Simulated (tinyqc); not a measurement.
Inside a calculation (part 1 of 2). Method: G0W0 on RHF in the sto-6g basis, for H6, spin multiplicity 1. Computed by tinyqc, a small Python program that keeps every step (integrals from PySCF). Settings: charge = 0, multiplicity = 1, basis = sto-6g, method = RHF, energy threshold = 1e-10, iteration cap = 76, orthogonalisation = canonical, start = atomic densities, DIIS depth = 6. Command: `OMP_NUM_THREADS=1 python tinyqc.py 20737 20738 out.jsonl` (the two numbers bound the seeds that draw the settings). One thread of a shared host (Intel(R) Xeon(R) Processor @ 2.60GHz), about 0.2 s of CPU time with the checks. The early iterations of the SCF are left out here.

## One-electron integrals

Geometry (angstrom):
```
atom         x         y         z
H     0.000000  0.000000  0.000000
H     0.000000  0.000000  1.000000
H     0.000000  0.000000  2.497000
H     0.000000  0.000000  3.497000
H     0.000000  0.000000  4.993000
H     0.000000  0.000000  5.994000
```

Basis sto-6g: exponents (1/bohr^2) and contraction coefficients of normalised primitives:
```
element  l (shell)   exponent  coefficient
H            s (1)  35.523221     0.009164
H            s (1)   6.513144     0.049361
H            s (1)   1.822143     0.168538
H            s (1)   0.625955     0.370563
H            s (1)   0.243077     0.416492
H            s (1)   0.100112     0.130334
```

Overlap, kinetic and nuclear-attraction integrals over the contracted functions; the nuclear repulsion is the sum of Za Zb / Rab.

nuclear repulsion = 3.87741206 hartree

overlap S, order 1H 1s, 2H 1s, 3H 1s, 4H 1s, 5H 1s, 6H 1s:
$$\begin{pmatrix}
1.000000 & 0.496735 & 0.052537 & 0.008658 & 0.000400 & 0.000039 \\
0.496735 & 1.000000 & 0.257953 & 0.052537 & 0.003298 & 0.000399 \\
0.052537 & 0.257953 & 1.000000 & 0.496735 & 0.052627 & 0.008658 \\
0.008658 & 0.052537 & 0.496735 & 1.000000 & 0.258323 & 0.052537 \\
0.000400 & 0.003298 & 0.052627 & 0.258323 & 1.000000 & 0.496148 \\
0.000039 & 0.000399 & 0.008658 & 0.052537 & 0.496148 & 1.000000
\end{pmatrix}$$

kinetic energy T (hartree), order 1H 1s, 2H 1s, 3H 1s, 4H 1s, 5H 1s, 6H 1s:
$$\begin{pmatrix}
0.768522 & 0.111721 & -0.010089 & -0.002799 & -0.000214 & -0.000027 \\
0.111721 & 0.768522 & 0.009371 & -0.010089 & -0.001282 & -0.000214 \\
-0.010089 & 0.009371 & 0.768522 & 0.111721 & -0.010098 & -0.002799 \\
-0.002799 & -0.010089 & 0.111721 & 0.768522 & 0.009465 & -0.010089 \\
-0.000214 & -0.001282 & -0.010098 & 0.009465 & 0.768522 & 0.111362 \\
-0.000027 & -0.000214 & -0.002799 & -0.010089 & 0.111362 & 0.768522
\end{pmatrix}$$

nuclear attraction V (hartree), order 1H 1s, 2H 1s, 3H 1s, 4H 1s, 5H 1s, 6H 1s:
$$\begin{pmatrix}
-2.309937 & -1.124039 & -0.108886 & -0.017597 & -0.000771 & -0.000073 \\
-1.124039 & -2.554896 & -0.571315 & -0.113529 & -0.006620 & -0.000769 \\
-0.108886 & -0.571315 & -2.679728 & -1.238926 & -0.113740 & -0.017597 \\
-0.017597 & -0.113529 & -1.238926 & -2.679873 & -0.572254 & -0.108886 \\
-0.000771 & -0.006620 & -0.113740 & -0.572254 & -2.554784 & -1.122396 \\
-0.000073 & -0.000769 & -0.017597 & -0.108886 & -1.122396 & -2.309469
\end{pmatrix}$$

core Hamiltonian H = T + V (hartree), order 1H 1s, 2H 1s, 3H 1s, 4H 1s, 5H 1s, 6H 1s:
$$\begin{pmatrix}
-1.541415 & -1.012319 & -0.118975 & -0.020395 & -0.000985 & -0.000100 \\
-1.012319 & -1.786374 & -0.561944 & -0.123618 & -0.007902 & -0.000983 \\
-0.118975 & -0.561944 & -1.911206 & -1.127206 & -0.123838 & -0.020396 \\
-0.020395 & -0.123618 & -1.127206 & -1.911350 & -0.562788 & -0.118976 \\
-0.000985 & -0.007902 & -0.123838 & -0.562788 & -1.786262 & -1.011034 \\
-0.000100 & -0.000983 & -0.020396 & -0.118976 & -1.011034 & -1.540946
\end{pmatrix}$$

## Two-electron integrals

Functions are numbered as in S; the eight-fold symmetry (ij|kl) = (ji|kl) = (kl|ij) leaves the list below.

Two-electron integrals (ij|kl) in chemists' order, unique and non-zero (hartree):
```
(11|11) 0.774999   (21|11) 0.309461   (21|21) 0.157925   (22|11) 0.478030
(22|21) 0.309461   (22|22) 0.774999   (31|11) 0.021509   (31|21) 0.012344
(31|22) 0.028302   (31|31) 0.001271   (32|11) 0.079312   (32|21) 0.051940
(32|22) 0.138272   (32|31) 0.006532   (32|32) 0.037756   (33|11) 0.211806
(33|21) 0.132516   (33|22) 0.346433   (33|31) 0.021509   (33|32) 0.138272
(33|33) 0.774999   (41|11) 0.002844   (41|21) 0.001656   (41|22) 0.003864
(41|31) 0.000186   (41|32) 0.001001   (41|33) 0.003864   (41|41) 0.000029
(42|11) 0.013068   (42|21) 0.008293   (42|22) 0.021509   (42|31) 0.001109
(42|32) 0.006532   (42|33) 0.028302   (42|41) 0.000186   (42|42) 0.001271
(43|11) 0.088189   (43|21) 0.053074   (43|22) 0.132516   (43|31) 0.008293
(43|32) 0.051940   (43|33) 0.309461   (43|41) 0.001656   (43|42) 0.012344
(43|43) 0.157925   (44|11) 0.151321   (44|21) 0.088189   (44|22) 0.211806
(44|31) 0.013068   (44|32) 0.079312   (44|33) 0.478030   (44|41) 0.002844
(44|42) 0.021509   (44|43) 0.309461   (44|44) 0.774999   (51|11) 0.000095
(51|21) 0.000057   (51|22) 0.000138   (51|31) 0.000007   (51|32) 0.000040
(51|33) 0.000171   (51|41) 1.21e-06   (51|42) 0.000008   (51|43) 0.000081
(51|44) 0.000156   (51|51) 5.51e-08   (52|11) 0.000632   (52|21) 0.000387
(52|22) 0.000975   (52|31) 0.000053   (52|32) 0.000313   (52|33) 0.001456
(52|41) 0.000010   (52|42) 0.000067   (52|43) 0.000720   (52|44) 0.001456
(52|51) 4.62e-07   (52|52) 4.03e-06   (53|11) 0.007609   (53|21) 0.004420
(53|22) 0.010582   (53|31) 0.000640   (53|32) 0.003840   (53|33) 0.021551
(53|41) 0.000130   (53|42) 0.000954   (53|43) 0.012368   (53|44) 0.028356
(53|51) 0.000007   (53|52) 0.000067   (53|53) 0.001275   (54|11) 0.032405
(54|21) 0.018347   (54|22) 0.042580   (54|31) 0.002519   (54|32) 0.014616
(54|33) 0.079445   (54|41) 0.000525   (54|42) 0.003839   (54|43) 0.052029
(54|44) 0.138511   (54|51) 0.000032   (54|52) 0.000313   (54|53) 0.006554
(54|54) 0.037873   (55|11) 0.105984   (55|21) 0.058650   (55|22) 0.132526
(55|31) 0.007597   (55|32) 0.042526   (55|33) 0.211890   (55|41) 0.001498
(55|42) 0.010566   (55|43) 0.132581   (55|44) 0.346641   (55|51) 0.000095
(55|52) 0.000975   (55|53) 0.021551   (55|54) 0.138511   (55|55) 0.774999
(61|11) 0.000007   (61|21) 4.43e-06   (61|22) 0.000011   (61|31) 5.97e-07
(61|32) 3.47e-06   (61|33) 0.000016   (61|41) 1.08e-07   (61|42) 7.47e-07
(61|43) 0.000008   (61|44) 0.000016   (61|51) 5.23e-09   (61|52) 4.54e-08
(61|53) 7.49e-07   (61|54) 3.47e-06   (61|55) 0.000011   (62|11) 0.000064
(62|21) 0.000038   (62|22) 0.000094   (62|31) 0.000005   (62|32) 0.000032
(62|33) 0.000156   (62|41) 1.00e-06   (62|42) 0.000007   (62|43) 0.000081
(62|44) 0.000171   (62|51) 5.12e-08   (62|52) 4.60e-07   (62|53) 0.000008
(62|54) 0.000040   (62|55) 0.000137   (62|61) 5.22e-09   (62|62) 5.49e-08
(63|11) 0.001116   (63|21) 0.000638   (63|22) 0.001497   (63|31) 0.000089
(63|32) 0.000524   (63|33) 0.002844   (63|41) 0.000018   (63|42) 0.000130
(63|43) 0.001656   (63|44) 0.003864   (63|51) 1.00e-06   (63|52) 0.000010
(63|53) 0.000187   (63|54) 0.001003   (63|55) 0.003864   (63|61) 1.08e-07
(63|62) 1.21e-06   (63|63) 0.000029   (64|11) 0.005942   (64|21) 0.003321
(64|22) 0.007595   (64|31) 0.000442   (64|32) 0.002515   (64|33) 0.013068
(64|41) 0.000089   (64|42) 0.000639   (64|43) 0.008293   (64|44) 0.021509
(64|51) 0.000005   (64|52) 0.000053   (64|53) 0.001111   (64|54) 0.006541
(64|55) 0.028305   (64|61) 5.97e-07   (64|62) 0.000007   (64|63) 0.000186
(64|64) 0.001271   (65|11) 0.047872   (65|21) 0.026223   (65|22) 0.058575
(65|31) 0.003318   (65|32) 0.018299   (65|33) 0.088100   (65|41) 0.000637
(65|42) 0.004407   (65|43) 0.053023   (65|44) 0.132395   (65|51) 0.000038
(65|52) 0.000387   (65|53) 0.008297   (65|54) 0.051953   (65|55) 0.309000
(65|61) 4.42e-06   (65|62) 0.000057   (65|63) 0.001654   (65|64) 0.012330
(65|65) 0.157512   (66|11) 0.088284   (66|21) 0.047925   (66|22) 0.105963
(66|31) 0.005942   (66|32) 0.032355   (66|33) 0.151321   (66|41) 0.001116
(66|42) 0.007595   (66|43) 0.088189   (66|44) 0.211806   (66|51) 0.000065
(66|52) 0.000632   (66|53) 0.013087   (66|54) 0.079402   (66|55) 0.477705
(66|61) 0.000007   (66|62) 0.000094   (66|63) 0.002844   (66|64) 0.021509
(66|65) 0.309000   (66|66) 0.774999
```

## Orthogonalisation

S = U s U^T; canonical form X = U s^(-1/2), so that X^T S X = 1. Each column of U has its largest component positive (the first on a tie).

eigenvalues of S: [0.373539, 0.472445, 0.601249, 1.254276, 1.525141, 1.773350]

X, order 1H 1s, 2H 1s, 3H 1s, 4H 1s, 5H 1s, 6H 1s:
$$\begin{pmatrix}
0.444651 & -0.683121 & -0.564581 & -0.392636 & 0.391962 & 0.220668 \\
-0.637066 & 0.747681 & 0.401224 & -0.253008 & 0.406104 & 0.296294 \\
0.858269 & -0.183860 & 0.591551 & 0.424223 & 0.097914 & 0.381522 \\
-0.858241 & -0.188005 & -0.590605 & 0.423830 & -0.099024 & 0.381556 \\
0.635693 & 0.746870 & -0.403855 & -0.253857 & -0.405736 & 0.296168 \\
-0.442969 & -0.681180 & 0.567121 & -0.393772 & -0.391290 & 0.220365
\end{pmatrix}$$

## Iteration 8 (converged): orbitals

converged F (hartree), order 1H 1s, 2H 1s, 3H 1s, 4H 1s, 5H 1s, 6H 1s:
$$\begin{pmatrix}
-0.253490 & -0.480155 & -0.070674 & -0.000944 & 0.000617 & -0.002033 \\
-0.480155 & -0.279281 & -0.200402 & -0.070336 & -0.004513 & 0.000619 \\
-0.070674 & -0.200402 & -0.280889 & -0.481388 & -0.070463 & -0.000918 \\
-0.000944 & -0.070336 & -0.481388 & -0.280968 & -0.200702 & -0.070701 \\
0.000617 & -0.004513 & -0.070463 & -0.200702 & -0.279016 & -0.479727 \\
-0.002033 & 0.000619 & -0.000918 & -0.070701 & -0.479727 & -0.253139
\end{pmatrix}$$

Diagonalise F' = X^T F X, C = X C', fill 3 alpha and 3 beta electrons from the bottom; D = 2 C_occ C_occ^T. Each column has its largest component positive (the first on a tie).

F' = X^T F X (hartree):
$$\begin{pmatrix}
0.694848 & 0.000053 & -0.008361 & 0.000048 & 0.027442 & 0.000022 \\
0.000053 & 0.484449 & -0.000096 & 0.040329 & 0.000019 & 0.013635 \\
-0.008361 & -0.000096 & 0.297450 & -0.000093 & 0.016903 & -0.000023 \\
0.000048 & 0.040329 & -0.000093 & -0.416351 & 0.000066 & -0.002123 \\
0.027442 & 0.000019 & 0.016903 & 0.000066 & -0.500841 & -0.000033 \\
0.000022 & 0.013635 & -0.000023 & -0.002123 & -0.000033 & -0.568404
\end{pmatrix}$$

orbital energies (hartree): MO1 -0.568627, MO2 -0.501836, MO3 -0.418103, MO4 0.297656, MO5 0.486424, MO6 0.695637

coefficients C, order 1H 1s, 2H 1s, 3H 1s, 4H 1s, 5H 1s, 6H 1s:
$$\begin{pmatrix}
0.223193 & 0.393779 & -0.365658 & -0.547425 & -0.696897 & -0.464424 \\
0.281819 & 0.412102 & -0.290853 & 0.397891 & 0.739369 & 0.635418 \\
0.391407 & 0.064898 & 0.425061 & 0.610053 & -0.160407 & -0.848228 \\
0.391424 & -0.067069 & 0.424674 & -0.609425 & -0.163455 & 0.848284 \\
0.281253 & -0.411486 & -0.292467 & -0.399707 & 0.738567 & -0.634500 \\
0.222512 & -0.392801 & -0.367325 & 0.549356 & -0.695349 & 0.463188
\end{pmatrix}$$

D after iteration 8, order 1H 1s, 2H 1s, 3H 1s, 4H 1s, 5H 1s, 6H 1s:
$$\begin{pmatrix}
0.677166 & 0.663060 & -0.085025 & -0.188666 & 0.015364 & 0.058604 \\
0.663060 & 0.667691 & 0.026840 & -0.081693 & -0.010493 & 0.015344 \\
-0.085025 & 0.026840 & 0.676175 & 0.658732 & -0.081874 & -0.189070 \\
-0.188666 & -0.081693 & 0.658732 & 0.676119 & 0.026968 & -0.085104 \\
0.015364 & -0.010493 & -0.081874 & 0.026968 & 0.667923 & 0.663290 \\
0.058604 & 0.015344 & -0.189070 & -0.085104 & 0.663290 & 0.677464
\end{pmatrix}$$

## Convergence

Stop when the energy changes by less than 1e-10 hartree and every element of the error matrix X^T (F D S - S D F) X is below 3e-06.

Course of the cycle:
```
iteration  E (hartree)     change  largest element of the error matrix
1          -2.22568363          -                             2.56e-02
2          -3.20227871  -9.77e-01                             5.48e-02
3          -3.19885889   3.42e-03                             7.53e-02
4          -3.20650447  -7.65e-03                             8.99e-03
5          -3.20661800  -1.14e-04                             3.22e-03
6          -3.20663362  -1.56e-05                             1.15e-04
7          -3.20663364  -2.06e-08                             2.80e-06
8          -3.20663364  -1.17e-11                             6.45e-09
```

PySCF RHF in the same basis = -3.20663364 hartree

Converged in 8 iterations.

## Integrals over molecular orbitals

(pq|rs) = sum C_ip C_jq C_kr C_ls (ij|kl), one index at a time.

one-electron integrals over orbitals h = C^T H C (hartree):
$$\begin{pmatrix}
-1.973742 & 0.000307 & -0.117457 & 0.000076 & -0.068114 & -0.000134 \\
0.000307 & -1.799376 & 0.000323 & -0.126521 & -0.000270 & -0.057248 \\
-0.117457 & 0.000323 & -1.822362 & -0.000472 & 0.112645 & -0.000076 \\
0.000076 & -0.126521 & -0.000472 & -1.486244 & -0.000244 & 0.125377 \\
-0.068114 & -0.000270 & 0.112645 & -0.000244 & -1.263417 & 0.000275 \\
-0.000134 & -0.057248 & -0.000076 & 0.125377 & 0.000275 & -1.244913
\end{pmatrix}$$

Two-electron integrals over orbitals (pq|rs), unique and non-zero (hartree):
```
(11|11) 0.372214    (21|11) -0.000033   (21|21) 0.124498    (22|11) 0.291505
(22|21) 0.000495    (22|22) 0.362787    (31|11) 0.076629    (31|21) -0.000261
(31|22) -0.065747   (31|31) 0.134320    (32|11) -0.000382   (32|21) -0.124545
(32|22) -0.000220   (32|31) -0.000422   (32|32) 0.138993    (33|11) 0.354354
(33|21) -0.000596   (33|22) 0.307617    (33|31) 0.047778    (33|32) 0.000401
(33|33) 0.353628    (41|11) 0.000029    (41|21) 0.029655    (41|22) -0.000105
(41|31) 0.000120    (41|32) 0.002491    (41|33) 0.000045    (41|41) 0.082309
(42|11) 0.044064    (42|21) -0.000262   (42|22) -0.006668   (42|31) 0.042079
(42|32) -0.000015   (42|33) 0.013761    (42|41) -0.000209   (42|42) 0.065086
(43|11) 0.000262    (43|21) 0.049852    (43|22) 0.000074    (43|31) 0.000247
(43|32) -0.047195   (43|33) -0.000096   (43|41) 0.018422    (43|42) 0.000157
(43|43) 0.072707    (44|11) 0.352092    (44|21) -0.000498   (44|22) 0.305199
(44|31) 0.045625    (44|32) 0.000295    (44|33) 0.344710    (44|41) 0.000018
(44|42) 0.019424    (44|43) -0.000059   (44|44) 0.356197    (51|11) 0.009240
(51|21) 0.000079    (51|22) 0.021530    (51|31) -0.016997   (51|32) 0.000089
(51|33) -0.006978   (51|41) 0.000139    (51|42) 0.043430    (51|43) 0.000169
(51|44) -0.001325   (51|51) 0.048086    (52|11) 0.000141    (52|21) 0.015237
(52|22) -0.000097   (52|31) 0.000198    (52|32) 0.006633    (52|33) 0.000103
(52|41) 0.056390    (52|42) 0.000045    (52|43) -0.042656   (52|44) 0.000095
(52|51) 0.000212    (52|52) 0.094386    (53|11) -0.050965   (53|21) 0.000252
(53|22) 0.001440    (53|31) -0.045008   (53|32) 0.000042    (53|33) -0.023959
(53|41) 0.000202    (53|42) -0.063737   (53|43) -0.000208   (53|44) -0.020945
(53|51) -0.041159   (53|52) -0.000006   (53|53) 0.067100    (54|11) 0.000319
(54|21) 0.123020    (54|22) 0.000225    (54|31) 0.000342    (54|32) -0.133662
(54|33) -0.000434   (54|41) 0.002460    (54|42) -2.50e-06   (54|43) 0.048358
(54|44) -0.000346   (54|51) -0.000059   (54|52) -0.006182   (54|53) -0.000018
(54|54) 0.141160    (55|11) 0.300478    (55|21) 0.000410    (55|22) 0.364632
(55|31) -0.059208   (55|32) -0.000145   (55|33) 0.314596    (55|41) -0.000081
(55|42) -0.004092   (55|43) 0.000062    (55|44) 0.321029    (55|51) 0.021991
(55|52) -0.000084   (55|53) 0.000905    (55|54) 0.000171    (55|55) 0.383833
(61|11) 0.000044    (61|21) -0.002299   (61|22) 0.000067    (61|31) -0.000006
(61|32) -0.009856   (61|33) -0.000034   (61|41) -0.029363   (61|42) 0.000149
(61|43) -0.058444   (61|44) -0.000017   (61|51) 7.13e-07    (61|52) 0.035752
(61|53) -0.000107   (61|54) 0.007801    (61|55) 0.000053    (61|61) 0.069283
(62|11) 0.014825    (62|21) 0.000094    (62|22) 0.026170    (62|31) -0.014962
(62|32) 0.000069    (62|33) 0.001491    (62|41) 0.000169    (62|42) 0.042278
(62|43) 0.000200    (62|44) -0.000478   (62|51) 0.046405    (62|52) 0.000218
(62|53) -0.044097   (62|54) -0.000058   (62|55) 0.025241    (62|61) -0.000028
(62|62) 0.048305    (63|11) -0.000021   (63|21) -0.033296   (63|22) 0.000096
(63|31) -0.000118   (63|32) 0.003855    (63|33) -0.000012   (63|41) -0.081051
(63|42) 0.000235    (63|43) -0.019655   (63|44) -0.000021   (63|51) -0.000116
(63|52) -0.057557   (63|53) -0.000240   (63|54) -0.002648   (63|55) 0.000095
(63|61) 0.028915    (63|62) -0.000148   (63|63) 0.085271    (64|11) -0.077999
(64|21) 0.000270    (64|22) 0.060428    (64|31) -0.130255   (64|32) 0.000398
(64|33) -0.048487   (64|41) -0.000103   (64|42) -0.044294   (64|43) -0.000247
(64|44) -0.049815   (64|51) 0.014457    (64|52) -0.000193   (64|53) 0.046174
(64|54) -0.000345   (64|55) 0.063014    (64|61) 2.24e-06    (64|62) 0.013894
(64|63) 0.000110    (64|64) 0.139140    (65|11) 3.98e-06    (65|21) 0.127687
(65|22) 0.000446    (65|31) -0.000173   (65|32) -0.128429   (65|33) -0.000598
(65|41) 0.031279    (65|42) -0.000248   (65|43) 0.053048    (65|44) -0.000515
(65|51) 0.000069    (65|52) 0.015776    (65|53) 0.000238    (65|54) 0.132983
(65|55) 0.000394    (65|61) -0.003476   (65|62) 0.000087    (65|63) -0.036286
(65|64) 0.000204    (65|65) 0.141122    (66|11) 0.390891    (66|21) -0.000084
(66|22) 0.307402    (66|31) 0.079905    (66|32) -0.000347   (66|33) 0.373411
(66|41) 0.000021    (66|42) 0.048120    (66|43) 0.000265    (66|44) 0.379384
(66|51) 0.011192    (66|52) 0.000146    (66|53) -0.055440   (66|54) 0.000300
(66|55) 0.324662    (66|61) 0.000046    (66|62) 0.016867    (66|63) -0.000010
(66|64) -0.086384   (66|65) -0.000049   (66|66) 0.428382
```

## Screening: direct RPA

With D = e_a - e_i and K = (ia|jb): diagonalise D^(1/2) (D + 4K) D^(1/2) = Z w^2 Z^T; X + Y = D^(1/2) Z w^(-1/2), each column of Z with its largest component positive (the first on a tie); E_c = (sum w - tr (D + 2K)) / 2.

D^(1/2) (D + 4K) D^(1/2) (hartree^2):
```
           1>4        1>5        1>6        2>4        2>5        2>6        3>4        3>5
1>4   1.035660   0.000532  -0.122917  -0.000694   0.208702   0.000689   0.058025   0.000717
1>5   0.000532   1.316064   0.000003   0.159549   0.000865   0.208639   0.000586  -0.160833
1>6  -0.122917   0.000003   1.948731   0.000599   0.159850  -0.000138  -0.222382  -0.000457
2>4  -0.000694   0.159549   0.000599   0.847330   0.000159   0.165469   0.000476  -0.216804
2>5   0.208702   0.000865   0.159850   0.000159   1.349769   0.000948  -0.143504  -0.000024
2>6   0.000689   0.208639  -0.000138   0.165469   0.000948   1.665316   0.000739  -0.183576
3>4   0.058025   0.000586  -0.222382   0.000476  -0.143504   0.000739   0.720473  -0.000669
3>5   0.000717  -0.160833  -0.000457  -0.216804  -0.000024  -0.183576  -0.000669   1.060946
3>6  -0.318450  -0.000503   0.137245   0.000887  -0.241537  -0.000682  -0.070196  -0.000966

           3>6
1>4  -0.318450
1>5  -0.000503
1>6   0.137245
2>4   0.000887
2>5  -0.241537
2>6  -0.000682
3>4  -0.070196
3>5  -0.000966
3>6   1.620296
```

excitation energies w (hartree): [0.801756, 0.840276, 0.933113, 1.010125, 1.084055, 1.120710, 1.374690, 1.381048, 1.447903]

X + Y:
```
             1          2          3          4          5          6          7          8
1>4  -0.201720   0.000499   0.860297   0.001561   0.080955   0.000111  -0.254593   0.012962
1>5  -0.000118  -0.101261  -0.001181   0.519239  -0.002123   0.713765   0.019296   0.383034
1>6   0.135275   0.000222   0.161799   0.000589  -0.312357  -0.001027  -0.365317   0.019569
2>4  -0.002802   0.854057   0.000078  -0.317278  -0.000272   0.169578   0.010698   0.194987
2>5   0.267779   0.000311  -0.226898  -0.001421   0.730237   0.001975  -0.469898   0.024808
2>6  -0.000194  -0.048826  -0.000765   0.159373   0.000628  -0.602044   0.037868   0.742622
3>4   0.891445   0.002154   0.182556  -0.000742  -0.139771   0.000241   0.061338  -0.002614
3>5   0.000555   0.490536  -0.002249   0.728855   0.000607  -0.252984  -0.014454  -0.260486
3>6   0.057761  -0.000036   0.330305   0.002574   0.549226   0.000614   0.593665  -0.029598

             9
1>4  -0.179417
1>5  -0.000565
1>6   0.803767
2>4   0.000453
2>5   0.013604
2>6  -0.001274
3>4  -0.120898
3>5  -0.000472
3>6   0.368436
```

RPA correlation energy = -0.08811918 hartree
